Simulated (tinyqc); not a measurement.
Length of a polyene: Hueckel, PPP and singles CI along the polyenes. Computed by the program tinyqc. 

All-trans chains of carbon centres 1.40 angstrom apart:
```
parameter                               value
beta (eV), times 1 +/- alternation  -2.160000
alternation                          0.070000
W (eV)                              11.160000
gamma_rr (eV)                       10.980000
repulsion formula                          MN
```

Hueckel uses the same beta without repulsion; CIS keeps all single excitations and so misses the low, doubly excited 2Ag state. W is the valence ionisation energy of a centre, MN the Mataga-Nishimoto formula, f the oscillator strength.

Gaps and excitations (eV):
```
centres  Hueckel gap  PPP orbital gap  bright singlet (CIS)      f  lowest triplet (CIS)
2              4.622            9.933                 7.457  0.639                 1.788
4              3.031            7.795                 5.300  0.972                 1.098
6              2.305            6.724                 4.315  1.359                 0.794
8              1.894            6.086                 3.739  1.720                 0.631
10             1.632            5.668                 3.362  2.058                 0.533
12             1.450            5.377                 3.099  2.377                 0.469
```

The Hueckel gap tends to 4 x alternation x |beta| = 0.60 eV for long chains. Exchange opens the PPP orbital gap, and the attraction of electron and hole brings the bright state 2.28 eV below it at 12 centres; the triplet lies 2.63 eV lower still.
